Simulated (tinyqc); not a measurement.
Electromigration in a confined line: Blech product, Korhonen stress evolution and Black's law: one step, computed by the program tinyqc. Command: `OMP_NUM_THREADS=1 python tinyqc.py 3003369 3003370 out.jsonl emigr walk`. One thread of a shared host (Intel(R) Xeon(R) Processor @ 2.30GHz), about 0.01 s of CPU time with the checks.

The electron wind pushes atoms from the cathode (x = 0) to the anode (x = L); blocking ends build a back stress (tension positive). The input rho is taken not to change with temperature. d sigma/dt = d/dx [kappa (d sigma/dx + G)], with zero flux at both ends and sigma = 0 at t = 0.

Question. Extrapolation by Black's law. Median life t50 = A j^(-n) exp(E/(k_B T)); acceleration factor = t50(use)/t50(test) = (j/j_u)^n exp[(E/k_B)(1/T_u - 1/T)]. Temperatures in kelvin are T(C) + 273.15.

Inputs (values chosen for the exercise, close to those used for copper lines):

| quantity | value | unit |
|---|---|---|
| activation energy E | 0.899 | eV |
| current density j | 3.2 | MA/cm^2 |
| line length L | 17 | um |
| test temperature T | 310 | C |
| use temperature T_u | 105 | C |
| use current density j_u | 0.27 | MA/cm^2 |
| current exponent n | 1 | - |

Start: stress-free.

Constants: k_B = 8.617333262e-05 eV/K.

Give: current factor; temperature factor; acceleration factor.

Answer.

current factor = 11.85

temperature factor = 16290

acceleration factor = 1.931e+05

Caution: the test j L lies below the critical product, so the line would not void in the test and the acceleration factor is formal. Caution: j_u L lies below the critical product, so the acceleration factor is formal: at use the line would not void.
